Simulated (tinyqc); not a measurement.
The choice of windows: band offset from the macroscopic average of a supercell potential.

A model of the planar-averaged electrostatic energy of an electron in a periodic cell of N1 periods of A (L1 = N1 n1 h) and N2 periods of B (L2 = N2 n2 h), on z_j = j h: V(z) = f VA + (1 - f) VB + F t(z), VA = V1[0] + V1[1] cos(2 pi z/(n1 h)) + V1[2] cos(4 pi z/(n1 h)), VB the same with V2, n2 and z - L1. f = [tanh(z/w) - tanh((z - L1)/w) + tanh((z - L1 - L2)/w)]/2 + 1/2; t(z) = z - L1/2 in A and (L1/L2)(L1 + L2/2 - z) beyond, so that the cell is periodic.

Running mean over n points, periodic: for odd n the plain mean of the n points centred on j; for even n the n + 1 points with half weight at both ends. The macroscopic average applies the mean over n1 points and then over n2 points.

Inputs chosen for the exercise (gaps near those of GaAs and AlAs; the results hold for these values, not for the real material):
```
symbol  value                 unit         meaning
h       0.3                   angstrom     grid step
n1      6                                  grid points per period of A
n2      5                                  grid points per period of B
N1      4                                  periods of A
N2      4                                  periods of B
V1      (-11.12, 3.11, 0.36)  eV           mean and two harmonics of the potential in A
V2      (-4.22, 1.3, -0.2)    eV           the same in B
w       0.32                  angstrom     width of the interfaces
F       0                     eV/angstrom  slope in A from opposite charges on the two interfaces
```

dV read at j = 12 and 34 after means over the numbers of points listed; ripple is the spread over the five points around each.

Results:
```
windows  dV (eV)  ripple in A (meV)  ripple in B (meV)
none       4.530               5205               2214
6 only     6.714                  0                324
5 only     6.350                825                  0
7 only     6.975                589                556
7, 6       6.939                  0                 76
6, 5       6.900                  0                  1
```

Which rows can be used, and how does a wrong window show?

The last row matches both periods and lies 0 meV from the value of a thick cell, V2[0] - V1[0] = 6.900 eV. Against it the raw potential errs by -2.37 eV. No other row is within 20 meV of it. A window one point too long leaves a ripple of 589 meV in A, against 0 meV in the last row: the ripple is the sign to look for. Rows to use, with under 30 meV of ripple in both regions once the tilt is taken off: 6, 5. A row with a large ripple can hit the right value only by chance.

Program tinyqc; command `OMP_NUM_THREADS=1 python tinyqc.py 1850412 1850413 out.jsonl`; about 0.01 s on one thread of a shared Intel(R) Xeon(R) Processor @ 2.30GHz.
